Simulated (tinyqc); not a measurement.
Resonant-tunnelling diode, transfer matrices and Tsu-Esaki current: resonance against bias.

Emitter (band edge 0), barrier d1, well Lw, barrier d2, spacer ds, collector (edge -V). The bias drops linearly over these layers and none in the contacts; each layer is cut into ns equal slices, flat at the value of their centres. E is the energy of motion across the layers, C = hbar^2/(2 m0), psi and psi'/m are continuous. Transport is coherent, T(E) is taken as independent of the transverse momentum, and charge in the well is ignored.

For the pair (psi, psi'/m) a flat layer has M = [[cos kd, (m/k) sin kd], [-(k/m) sin kd, cos kd]] with k = sqrt(m (E - U)/C) above its edge U, and M = [[cosh Kd, (m/K) sinh Kd], [(K/m) sinh Kd, cosh Kd]] with K = sqrt(m (U - E)/C) below it. Later slices stand to the left. With M acting on (psi, psi'/m) and v = k/m in each lead, T(E) = 4 vL vR/[(vL vR M12 - M21)^2 + (vR M11 + vL M22)^2]. J = J0 times the integral over E > 0 of T(E) N(E), N = ln[(1 + exp((Ef - E)/Vt))/(1 + exp((Ef - V - E)/Vt))], J0 = q^2 mw m0 kB T/(2 pi^2 hbar^3) (times 1e-4 for A/cm^2 per eV). The integral is converged to the digits shown. The resonance is the first maximum of T(E) for E > 0, G its full width at half maximum. For a sharp resonance J = J0 (pi G/2) Tp N(Er), with Er the peak energy, Tp the peak transmission and G the full width at half maximum (in eV).

Values chosen for this exercise; masses and offsets of a made-up heterostructure: temperature T = 77 K; mass in the well, spacer and contacts mw = 0.04 m0; barrier height U1 = 1.3 eV; barrier mass m1 = 0.21 m0; emitter barrier d1 = 0.8 nm; well width Lw = 2.4 nm; collector barrier d2 = 0.8 nm; slices in each layer ns = 2; undoped spacer after the collector barrier ds = 2.2 nm; Fermi energy of both contacts above their band edges Ef = 0.21 eV.

Constants: q = 1.602176634e-19 C, kB = 1.380649e-23 J/K, hbar = 1.054571817e-34 J s, m0 = 9.1093837015e-31 kg, Vt = kB T/q, hbar^2/(2 m0) = 0.0380998212 eV nm^2. Results are converted to the units shown.

Results:

| V (V) | Er (eV) | Tp | G (meV) | J (kA/cm^2) | one-resonance J (kA/cm^2) |
|---|---|---|---|---|---|
| 0.094 | 0.2716 | 0.9993 | 20.76 | 19.37 | 0.01294 |
| 0.211 | 0.2335 | 0.9954 | 20.44 | 61.17 | 3.904 |
| 0.328 | 0.1952 | 0.9861 | 20.19 | 351.5 | 314.2 |
| 0.445 | 0.1565 | 0.9689 | 19.94 | 963.5 | 1051 |
| 0.679 | 0.07847 | 0.8860 | 19.08 | 2038 | 2261 |
| 0.796 | 0.03912 | 0.7727 | 18.05 | 2143 | 2423 |

Estimate the missing row, V = 0.562 V.

Computed row:

| V (V) | Er (eV) | Tp | G (meV) | J (kA/cm^2) | one-resonance J (kA/cm^2) |
|---|---|---|---|---|---|
| 0.562 | 0.1176 | 0.9392 | 19.61 | 1568 | 1730 |

With this row back in the table: Er falls from 0.272 to 0.0391 eV, by 0.331 eV a volt, against the share 0.323 of the bias at the centre of the well. Tp falls from 0.999 to 0.773: the bias makes equal barriers unequal. The one-resonance current is 6.7e-4 times the full integral in the first row and 13 % above it in the last. In 4 of the 7 rows the bias alone exceeds 0.4 V, so electrons enter the collector far above its band edge, where real bands are no longer parabolic.

Numbers from tinyqc (`OMP_NUM_THREADS=1 python tinyqc.py 2600008 2600009 out.jsonl`; about 0.1 s on one thread of a shared Intel Xeon 2.30GHz).
